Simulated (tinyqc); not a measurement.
From results back to parameters: carrier statistics of a doped semiconductor with parabolic bands. Four cases, with inputs chosen for the exercise.

Problem. With Boltzmann statistics and no minority carriers, p (p + ND)/(NA - ND - p) = K(T) = (N(T)/4) exp(-E/kB T), E the ionisation energy of the majority dopant and N = 2 (m kB T/(4 pi c))^(3/2) with c = hbar^2/2m0, in 1/angstrom^3; times 1e24 for 1/cm^3, m = m_d. The density below was computed from a hidden E.

Constants: hbar^2/2m0 = 3.80998211 eV angstrom^2; kB = 8.617333262e-05 eV/K.

Find: K(Ta); E.

Method. The left side gives K; then E = kB T ln(N/(4 K)).

Case 1.

Values chosen (near those of Ge; shifted at random, so the results belong to these values and not to a real crystal): NA = 2.3e+17 1/cm^3 (acceptors); ND = 1.8e+12 1/cm^3 (donors); m_d = 0.345 m0 (density-of-states mass of the majority band); Ta = 16 K.

p(Ta) = 1.0303e+15 1/cm^3

Solution.

K(Ta) = 4.64e+12 1/cm^3
E = 0.0112 eV

Case 2.

Values chosen (near those of GaP; shifted at random, so the results belong to these values and not to a real crystal): NA = 2e+17 1/cm^3 (acceptors); ND = 5.3e+16 1/cm^3 (donors); m_d = 0.817 m0 (density-of-states mass of the majority band); Ta = 58 K.

p(Ta) = 1.9669e+13 1/cm^3

Solution.

K(Ta) = 7.10e+12 1/cm^3
E = 0.0546 eV

Case 3.

Values chosen (near those of GaN; shifted at random, so the results belong to these values and not to a real crystal): NA = 8.4e+15 1/cm^3 (acceptors); ND = 1.1e+15 1/cm^3 (donors); m_d = 1.492 m0 (density-of-states mass of the majority band); Ta = 229 K.

p(Ta) = 1.7277e+15 1/cm^3

Solution.

K(Ta) = 8.77e+14 1/cm^3
E = 0.1790 eV

Case 4.

Values chosen (near those of Ge; shifted at random, so the results belong to these values and not to a real crystal): NA = 9.3e+16 1/cm^3 (acceptors); ND = 1.5e+12 1/cm^3 (donors); m_d = 0.337 m0 (density-of-states mass of the majority band); Ta = 11 K.

p(Ta) = 8.9354e+13 1/cm^3

Solution.

K(Ta) = 8.74e+10 1/cm^3
E = 0.0109 eV

Computed by tinyqc, one run a case: `OMP_NUM_THREADS=1 python tinyqc.py N N+1 out.jsonl` with N = 1681715, 1681745, 1681748, 1681898; one thread of a shared Intel(R) Xeon(R) Processor @ 2.30GHz, about 0.01 s a run at most.
